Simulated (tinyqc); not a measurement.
Domain walls in a thin film with perpendicular anisotropy: Bloch, Neel and chiral walls, motion and stripe domains: one step, computed by the program tinyqc.

One-dimensional wall: polar angle theta(x), azimuth phi of the moment in the wall (phi = 0 Neel, 90 degrees Bloch). mu_0 = 1.25663706212e-6 T m/A, gamma = 1.76085963023e11 rad/(s T).

Problem. Bloch or Neel. sigma(phi) = sigma_0 + 2 Delta K_D cos^2(phi) - pi D cos(phi), with the wall shape anisotropy K_D = N_x mu_0 M_s^2/2, N_x = t ln 2/(pi Delta). The minimum has cos(phi) = D/D_N for D < D_N = 4 Delta K_D/pi and phi = 0 beyond; sigma turns negative at D_c = (sigma_0 + 2 Delta K_D)/pi.

Inputs (values chosen for the exercise, for a model film): saturation magnetisation M_s = 726 kA/m; DMI constant D = 0.68 mJ/m^2; thickness t = 2.2 nm.

width parameter Delta = 9.365172 nm

sigma_0 = 7.260945 mJ/m^2

Give: K_D; D_N; azimuth phi; wall energy sigma; D_c.

Solution.

K_D = 17.16 kJ/m^3

D_N = 0.2047 mJ/m^2

azimuth phi = 0 degrees

wall energy sigma = 5.446 mJ/m^2

D_c = 2.414 mJ/m^2

A pure chiral Neel wall. D is 0.28 of D_c.
